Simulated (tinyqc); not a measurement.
Inside a calculation. Method: MP2 on RHF in the 6-31g basis, for H2, spin multiplicity 1. One step of it, computed by the program tinyqc.

Problem. Integrals over molecular orbitals. (pq|rs) = sum C_ip C_jq C_kr C_ls (ij|kl), one index at a time.

coefficients C:
```
            MO1        MO2        MO3        MO4
1H 1s  0.278607   0.176832   0.886083  -0.963271
1H 2s  0.345016   1.145125  -0.699526   1.181095
2H 1s  0.278607  -0.176832   0.886083   0.963271
2H 2s  0.345016  -1.145125  -0.699526  -1.181095
```

core Hamiltonian H = T + V (hartree):
```
           1H 1s      1H 2s      2H 1s      2H 2s
1H 1s  -0.754011  -0.806522  -0.403012  -0.545864
1H 2s  -0.806522  -0.843148  -0.545864  -0.696539
2H 1s  -0.403012  -0.545864  -0.754011  -0.806522
2H 2s  -0.545864  -0.696539  -0.806522  -0.843148
```

Two-electron integrals (ij|kl) in chemists' order, unique and non-zero (hartree):
```
(11|11) 1.076566   (21|11) 0.578470   (21|21) 0.329423   (22|11) 0.587396
(22|21) 0.361304   (22|22) 0.453150   (31|11) 0.168826   (31|21) 0.099016
(31|22) 0.113159   (31|31) 0.042285   (32|11) 0.216031   (32|21) 0.135329
(32|22) 0.174121   (32|31) 0.063502   (32|32) 0.112526   (33|11) 0.490735
(33|21) 0.316142   (33|22) 0.427825   (33|31) 0.168826   (33|32) 0.329507
(33|33) 1.076566   (41|11) 0.329507   (41|21) 0.188969   (41|22) 0.209579
(41|31) 0.063502   (41|32) 0.089437   (41|33) 0.216031   (41|41) 0.112526
(42|11) 0.387847   (42|21) 0.241153   (42|22) 0.309928   (42|31) 0.088729
(42|32) 0.147932   (42|33) 0.387847   (42|41) 0.147932   (42|42) 0.235800
(43|11) 0.316142   (43|21) 0.202175   (43|22) 0.272516   (43|31) 0.099016
(43|32) 0.188969   (43|33) 0.578470   (43|41) 0.135329   (43|42) 0.241153
(43|43) 0.329423   (44|11) 0.427825   (44|21) 0.272516   (44|22) 0.371153
(44|31) 0.113159   (44|32) 0.209579   (44|33) 0.587396   (44|41) 0.174121
(44|42) 0.309928   (44|43) 0.361304   (44|44) 0.453150
```

Give: one-electron integrals over orbitals h = C^T H C; Two-electron integrals over orbitals.

Solution.

one-electron integrals over orbitals h = C^T H C (hartree):
```
         1        2        3       4
1  -1.0662   0.0000  -0.1278  0.0000
2   0.0000  -0.6176   0.0000  0.1892
3  -0.1278   0.0000   0.0293  0.0000
4   0.0000   0.1892   0.0000  0.1258
```

Two-electron integrals over orbitals (pq|rs), unique and non-zero (hartree):
```
(11|11) 0.5529    (21|21) 0.1124    (22|11) 0.4403    (22|22) 0.4037
(31|11) 0.1278    (31|22) 0.0710    (31|31) 0.0910    (32|21) 0.0165
(32|32) 0.0395    (33|11) 0.4983    (33|22) 0.4063    (33|31) 0.1180
(33|33) 0.4749    (41|21) -0.0798   (41|32) -0.0529   (41|41) 0.1053
(42|11) -0.1345   (42|22) -0.0752   (42|31) -0.0811   (42|33) -0.1213
(42|42) 0.0838    (43|21) -0.1257   (43|32) -0.0452   (43|41) 0.1240
(43|43) 0.1802    (44|11) 0.5525    (44|22) 0.4476    (44|31) 0.1638
(44|33) 0.5265    (44|42) -0.1596   (44|44) 0.6106
```
